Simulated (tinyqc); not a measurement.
Off-state leakage of single and stacked transistors: leakage components against the temperature.

n-channel devices of unit width. Subthreshold current I(Vg, Vs, Vd) = I0 (T/300 K)^0.5 exp[(Vg - Vs - VT(T) - gb (Vs - Vb) + dd (Vd - Vs))/(nf Vt)] (1 - exp(-(Vd - Vs)/Vt)), VT(T) = VT - cT (T - 300 K). Gate-edge tunnelling Ig (Vd/1 V) exp(ag (Vd - 1 V)), for a gate at 0 V, and band-to-band leakage Ab u exp(-Bb/u), u = Vd - Vb + 1 V, flow at a drain held at V; both are taken as independent of T. In a stack of off transistors (all gates at 0 V) the same subthreshold current passes through each.

One transistor with Vg = Vs = 0, Vd = V; stack factor I(one)/I(two in series).

Inputs (values chosen for the exercise); values of the order met in bulk silicon logic transistors:
```
symbol,value,unit,meaning
V,0.8,V,supply voltage
VT,0.49,V,"threshold at 300 K, zero drain and body bias"
cT,0.7,mV/K,fall of the threshold with temperature
I0,0.61,uA/um,current at threshold at 300 K
nf,1.47,,slope factor
dd,0.13,,drain-induced lowering per volt
gb,0.2,,rise of the threshold per volt of source-body bias
Ig,0.0001,uA/um,gate-edge tunnelling current at 1 V
ag,3.3,1/V,exponential slope of the gate current
Ab,1,uA/(um V),prefactor of band-to-band leakage at the drain
Bb,26,V,its exponential voltage
Vb,0,V,body voltage
```

Constants: q = 1.602176634e-19 C, kB = 1.380649e-23 J/K, Vt = kB T/q. Results are converted to the units shown.

The same in every row: gate edge (nA/um) = 0.04135; band-to-band (nA/um) = 9.597e-4.

Result of one run:
```
T (K)  subthreshold (nA/um)  total (nA/um)  stack factor  largest part
400                   1.378          1.421         7.230  subthreshold
```

What becomes of these results when the temperature T is changed from 400 to 275 K, all else the same?

Result of the changed run:
```
T (K)  subthreshold (nA/um)  total (nA/um)  stack factor  largest part
275                0.005445        0.04775         15.86     gate edge
```

The whole series:
```
T (K)  subthreshold (nA/um)  total (nA/um)  stack factor  largest part
250                9.382e-4        0.04325         20.58     gate edge
275                0.005445        0.04775         15.86     gate edge
300                 0.02366        0.06597         12.80     gate edge
325                 0.08230         0.1246         10.70  subthreshold
350                  0.2402         0.2825         9.197  subthreshold
375                  0.6092         0.6515         8.082  subthreshold
400                   1.378          1.421         7.230  subthreshold
425                   2.838          2.880         6.563  subthreshold
```

As T goes from 250 to 425, the total leakage rises from 0.0432 to 2.88 nA/um. The gate edge part leads at T = 250, the subthreshold part from 325 on. The subthreshold part doubles every 24.0 K between the last two rows. The reduction by a stack of two falls from 20.6 to 6.56, for the subthreshold part alone.

Numbers from tinyqc (`OMP_NUM_THREADS=1 python tinyqc.py 2242260 2242261 out.jsonl`; about 0.03 s on one thread of a shared Intel Xeon 2.30GHz).
